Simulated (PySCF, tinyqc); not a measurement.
Worked calculation: CIS and TDHF on RHF in the sto-3g basis, frozen core, for BeH+, spin multiplicity 1. The lowest restricted solution is unstable here: a spin-polarised one lies 0.0024 hartree lower (PySCF). One step of it, computed by the program tinyqc.

Question. CIS matrix, singlets. A(ia,jb) = (e_a - e_i) d_ij d_ab + 2 (ia|jb) - (ij|ab).

orbital energies (hartree): MO1 -4.996338, MO2 -0.660261, MO3 -0.253834, MO4 -0.126777, MO5 -0.126777, MO6 0.131604

Two-electron integrals over orbitals (pq|rs), unique and non-zero (hartree); the lowest 1 orbital is frozen and left out:
```
(22|22) 0.466664    (32|22) -0.066588   (32|32) 0.057866    (33|22) 0.325032
(33|32) 0.033376    (33|33) 0.433727    (42|42) 0.045089    (43|42) 0.034046
(43|43) 0.049012    (44|22) 0.350702    (44|32) 0.036763    (44|33) 0.385757
(44|44) 0.449859    (52|52) 0.045089    (53|52) 0.034046    (53|53) 0.049012
(54|54) 0.024249    (55|22) 0.350702    (55|32) 0.036763    (55|33) 0.385757
(55|44) 0.401360    (55|55) 0.449859    (62|22) 0.025364    (62|32) -0.054379
(62|33) -0.013445   (62|44) -0.068099   (62|55) -0.068099   (62|62) 0.119084
(63|22) -0.056772   (63|32) 0.053364    (63|33) 0.052976    (63|44) 0.033518
(63|55) 0.033518    (63|62) -0.059225   (63|63) 0.069965    (64|42) -0.026268
(64|43) -0.008826   (64|64) 0.022833    (65|52) -0.026268   (65|53) -0.008826
(65|65) 0.022833    (66|22) 0.472528    (66|32) -0.070424   (66|33) 0.352457
(66|44) 0.353735    (66|55) 0.353735    (66|62) 0.053515    (66|63) -0.060631
(66|66) 0.510886
```

Give: CIS matrix A, singlet.

Answer.

CIS matrix A, singlet (hartree), order 2>3, 2>4, 2>5, 2>6:
$$\begin{pmatrix}
0.197 & 0.000 & 0.000 & -0.052 \\
0.000 & 0.273 & 0.000 & 0.000 \\
0.000 & 0.000 & 0.273 & 0.000 \\
-0.052 & 0.000 & 0.000 & 0.558
\end{pmatrix}$$
